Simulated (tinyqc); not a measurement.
Inside a calculation. Method: tight binding, honeycomb lattice. One step of it, computed by the program tinyqc.

Task: Levels at k. Diagonalise the Hermitian matrix.

H(k) at k (eV):
```
,A,B
A,0.000000,-0.902230+3.992640i
B,-0.902230-3.992640i,0.000000
```

Give: eigenvalues; weights |c|^2 of the basis functions.

Result:

eigenvalues (eV): -4.093  4.093

weights |c|^2 of the basis functions:
```
,band 1,band 2
A,0.500,0.500
B,0.500,0.500
```
